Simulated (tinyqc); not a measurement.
Worked calculation: plane-wave Kohn-Sham cycle with exchange-only LDA in a layered model solid. One step of it, computed by the program tinyqc.

Question. Iteration 1: Hamiltonian at one k. H(m,m') = (k + G_m)^2/2 delta + V(G_m - G_m'), with V(-G) = V(G).

A solid whose potential varies along x alone (atomic units):

| parameter | value |
|---|---|
| period a | 8.800000 |
| cross-section of the cell | 24.000000 |
| electrons per cell | 2 |
| grid points | 16 |
| plane waves -n..n, n | 3 |
| k points | 2 |
| V1 in V1 cos(2 pi x/a) | -0.320000 |
| V2 in V2 cos(4 pi x/a) | -0.230000 |

V(G_m), m = 0, 1, 2, ... (hartree): -0.208338  -0.160000  -0.115000  0.000000  0.000000  0.000000  0.000000

k = 0.250000 2 pi / a

Give: H.

Answer.

H (hartree), lower triangle:
```
         -3       -2       -1       +0       +1       +2      +3
-3   1.7193
-2  -0.1600   0.5723
-1  -0.1150  -0.1600  -0.0650
+0   0.0000  -0.1150  -0.1600  -0.1924
+1   0.0000   0.0000  -0.1150  -0.1600   0.1899
+2   0.0000   0.0000   0.0000  -0.1150  -0.1600   1.0821
+3   0.0000   0.0000   0.0000   0.0000  -0.1150  -0.1600  2.4840
```
